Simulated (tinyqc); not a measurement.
Inside a calculation: Brillouin zone and empty-lattice bands of the bcc structure. Values are carried at full precision from step to step, so a last printed digit may differ when a step is redone from the rounded ones.

Primitive vectors a (-1/2,1/2,1/2), a (1/2,-1/2,1/2), a (1/2,1/2,-1/2); one atom. Reciprocal vectors obey a_i.b_j = 2 pi delta_ij; k is given in units of 2 pi/a. Empty-lattice levels are c0 (2 pi/a)^2 |k + G|^2, c0 = hbar^2/2m0. Points: H = (1, 0, 0), N = (0.5, 0.5, 0), P = (0.5, 0.5, 0.5).

Constants: hbar^2/2m0 = 3.80998211 eV angstrom^2; a0 (Bohr radius) = 0.5291772105 angstrom.

Parameters, chosen for this exercise (out of a larger set: lattice near that of W; not measured data): a = 3.158 angstrom (lattice constant); Z = 2 (free electrons per atom); V1 = 0.59 eV (atomic form factor on the shell that bounds the zone).

## Reciprocal lattice

Give b1, b2, b3, the cell volume, the zone volume (2 pi)^3/V and the energy unit c0 (2 pi/a)^2.

b1, b2, b3 as rows (2 pi/a):
```
        1       2       3
1  0.0000  1.0000  1.0000
2  1.0000  0.0000  1.0000
3  1.0000  1.0000  0.0000
```

cell volume = 15.747 angstrom^3
zone volume = 15.7519 1/angstrom^3
energy unit = 15.0820 eV

## Shells of G and Bragg planes

List the first six shells of G with their number, the structure factor |sum over atoms of exp(i G.tau)|/(atoms per cell), and the distance |G|/2 of the Bragg plane from Gamma.

Shells:

| \|G\|^2 ((2 pi/a)^2) | number | structure factor | \|G\|/2 (2 pi/a) |
|---|---|---|---|
| 2.0000 | 12 | 1.0000 | 0.7071 |
| 4.0000 | 6 | 1.0000 | 1.0000 |
| 6.0000 | 24 | 1.0000 | 1.2247 |
| 8.0000 | 12 | 1.0000 | 1.4142 |
| 10.0000 | 24 | 1.0000 | 1.5811 |
| 12.0000 | 8 | 1.0000 | 1.7321 |

No structure factor vanishes among these shells.

## The free-electron sphere

n = Z/V, kF = (3 pi^2 n)^(1/3), EF = c0 kF^2, rs = (3/(4 pi n))^(1/3)/a0; compare kF with |k| of the points on the zone surface.

n = 0.12701 1/angstrom^3
kF = 0.7816 2 pi/a
EF = 9.213 eV
rs = 2.332

Points:

| point | \|k\| (2 pi/a) | kF/\|k\| | lowest level (eV) | levels below EF |
|---|---|---|---|---|
| H | 1.0000 | 0.782 | 15.082 | 0 |
| N | 0.7071 | 1.105 | 7.541 | 2 |
| P | 0.8660 | 0.903 | 11.311 | 0 |

The sphere passes beyond N but not H and P: electrons spill into higher bands while the corners of the first zone stay empty. Free electrons ignore the d bands of this metal.

## Empty-lattice levels at Gamma, H and P

Give the five lowest values of |k + G|^2 with their degeneracy (spin not counted).

Levels:

| point | \|k + G\|^2 | degeneracy | E (eV) |
|---|---|---|---|
| Gamma | 0.0000 | 1 | 0.000 |
| Gamma | 2.0000 | 12 | 30.164 |
| Gamma | 4.0000 | 6 | 60.328 |
| Gamma | 6.0000 | 24 | 90.492 |
| Gamma | 8.0000 | 12 | 120.656 |
| H | 1.0000 | 6 | 15.082 |
| H | 3.0000 | 8 | 45.246 |
| H | 5.0000 | 24 | 75.410 |
| H | 9.0000 | 30 | 135.738 |
| H | 11.0000 | 24 | 165.902 |
| P | 0.7500 | 4 | 11.311 |
| P | 2.7500 | 12 | 41.475 |
| P | 4.7500 | 12 | 71.639 |
| P | 6.7500 | 16 | 101.803 |
| P | 8.7500 | 24 | 131.967 |

The lowest level is 6-fold at H and 4-fold at P: as many zones meet there, and these are the lowest sets at these points on which a weak potential acts.

## The gap at N

At N two waves k and k - G with G = 2k are degenerate at E0. With V = |V1| x structure factor of G the levels are E0 -/+ V, and the masses normal to the face are 1/(1 -/+ 2 E0/V).

structure factor = 1.0000
E0 = 7.541 eV

levels (eV): 6.951  8.131

masses normal to the face, lower and upper (m0): -0.0407  0.0376

EF of the free sphere, 9.21 eV, lies above the gap: the upper band holds electrons here (EF = c0 (3 pi^2 n)^(2/3) for 2 electrons a cell; its shift by the potential is neglected).

## Checks

- a_i.b_j/(2 pi) against the unit matrix: they agree to 1e-10 or better.

(tinyqc, `OMP_NUM_THREADS=1 python tinyqc.py 1880858 1880859 out.jsonl`, Intel(R) Xeon(R) Processor @ 2.30GHz, 1 thread, shared host, about 0.01 s.)
